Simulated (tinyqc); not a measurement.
Relaxation at fixed composition: composition and strain of an epitaxial Si(1-x)Ge(x) layer from Raman and X-ray peaks. Computed by tinyqc, a small Python program. Command: `OMP_NUM_THREADS=1 python tinyqc.py 3008597 3008598 out.jsonl epiraman walk`. One thread of a shared host (Intel(R) Xeon(R) Processor @ 2.30GHz), about 0.01 s of CPU time with the checks.

A (001) layer, biaxially strained in the plane. The Raman peaks follow empirical lines omega = w0 + c1 x + c3 x^3 + b eps (c3 for Si-Ge alone), with eps the in-plane strain.

Inputs (values chosen for the exercise, modelled on silicon-germanium):
```
quantity                        value      unit
Ge fraction x                    0.23         -
lattice constant of Si          5.431  angstrom
lattice constant of Ge          5.658  angstrom
bowing B                        0.029  angstrom
2 C12/C11 of Si                 0.776         -
2 C12/C11 of Ge                 0.754         -
Si-Si: w0                       520.2      1/cm
Si-Si: c1                       -64.3      1/cm
Si-Si: strain coefficient b      -745      1/cm
Ge-Ge: w0                       280.3      1/cm
Ge-Ge: c1                        19.1      1/cm
Ge-Ge: strain coefficient b      -464      1/cm
X-ray wavelength             1.540598  angstrom
```

Substrate: germanium.

Method:
- Relaxed lattice constant a(x) = a_Si + (a_Ge - a_Si) x - B x (1 - x).
- In-plane constant a_par = a_sub + R (a(x) - a_sub); eps = a_par/a(x) - 1; eps_perp = -(2 C12/C11) eps with 2 C12/C11 linear in x; a_perp = a(x) (1 + eps_perp).
- (004) Bragg angle theta = arcsin(2 lambda/a), with a = a_perp for the layer and a_sub for the substrate; separation = layer less substrate. The apparent x is the one that a fully strained layer (R = 0) would need to give the same a_perp.

Signatures; columns: (1) R; (2) eps (per mille); (3) Si-Si (1/cm); (4) Ge-Ge (1/cm); (5) a_perp (angstrom); (6) (004) separation (arcsec); (7) apparent x if R = 0 is assumed:
```
(1)      (2)     (3)     (4)     (5)     (6)      (7)
0.00  32.845  480.94  269.45  5.3394  8097.7  0.23000
0.15  27.918  484.61  271.74  5.3602  7532.5  0.28464
0.30  22.991  488.28  274.03  5.3810  6972.7  0.33857
0.50  16.422  493.18  277.07  5.4087  6234.7  0.40941
0.70   9.853  498.07  280.12  5.4365  5506.0  0.47908
0.85   4.927  501.74  282.41  5.4573  4965.5  0.53062
1.00   0.000  505.41  284.69  5.4781  4430.0  0.58155
```

Full relaxation moves the Si-Si peak by +24.47 per cm and shrinks the X-ray separation to 55 % of its strained value, about 1/(1 + 2 C12/C11). A symmetric reflection alone cannot part x from R: a relaxed layer read as strained gives x = 0.582 in place of 0.23. An asymmetric reflection or a second peak is needed.

Extremes, crossings and ranges named in words are read from the listed rows.
